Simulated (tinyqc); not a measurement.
Input admittance of a MOSFET at zero drain bias: distributed channel and distributed gate: two steps of the calculation.

Source and drain grounded, strong inversion, w = 2 pi f, Cox = eps0 eox/tox. The channel is an RC line of resistance 1/(mu Cox Vo) per square fed from both ends, so one finger has the intrinsic admittance y = i w Cox L tanh(g)/g per width, g = (1/2) sqrt(i w tau), tau = L^2/(mu Vo). The vertical resistance rv/L is in series with y, the overlaps 2 i w Cov in parallel: y_t = 1/(1/y + rv/L) + 2 i w Cov. The gate strip is a line of Rsh/L per length loaded by y_t, so a finger has Y = y_t Wf tanh(k)/k, k = (Wf/sd) sqrt(y_t Rsh/L); the device has Nf Y.

Parameters, values chosen for the exercise; values of the order met in silicon radio-frequency transistors:
```
symbol,value,unit,meaning
eox,3.9,,relative permittivity of the gate insulator (close to silicon dioxide)
tox,2.4,nm,insulator thickness
L,0.072,um,channel length
Wf,14,um,finger width
Nf,32,,number of fingers
mu,230,cm^2/(V s),channel mobility
Vo,0.65,V,gate overdrive
Rsh,21,ohm/square,sheet resistance of the gate
rv,6,ohm um^2,vertical resistivity of the gate stack
sd,2,,number of ends at which a finger is contacted
Cov,0.29,fF/um,overlap and fringe capacitance on each side
f,7.7,GHz,frequency
```

Constants: eps0 = 8.8541878128e-14 F/cm where lengths are in cm. Results are converted to the units shown.

Problem 1. Low-frequency resistances and capacitance. Low-frequency limits, with c = Cox L and ct = c + 2 Cov: R_strip = Rsh Wf/(3 sd^2 L Nf), R_ch = (c/ct)^2 L/(12 mu Cox Vo Wf Nf), R_vert = (c/ct)^2 rv/(L Wf Nf), C = ct Wf Nf.

Wanted: parts; sum; C; 1/(2 pi R C).

Solution 1.

parts (ohm): strip 10.63, channel 0.02559, vertical 0.07645
sum = 10.74 ohm
C = 723.9 fF
1/(2 pi R C) = 20.48 GHz

The strip term is the largest, 99.0 % of the sum.

Problem 2. Admittance of the channel and stack per width. tau, g, c = Cox L, y and y_t as defined.

Find: tau; g; c; y; y_t.

Solution 2.

tau = 0.34676 ps
g = 0.045793+0.045793i
c = 1.0359 fF/um
y = 0.070+50.119i uS/um
y_t = 0.279+78.178i uS/um

w tau = 0.0168, and Im y is 1.00 of w c.

tinyqc, about 0.01 s, one thread, Intel Xeon 2.30GHz (shared host): `OMP_NUM_THREADS=1 python tinyqc.py 2262029 2262030 out.jsonl`
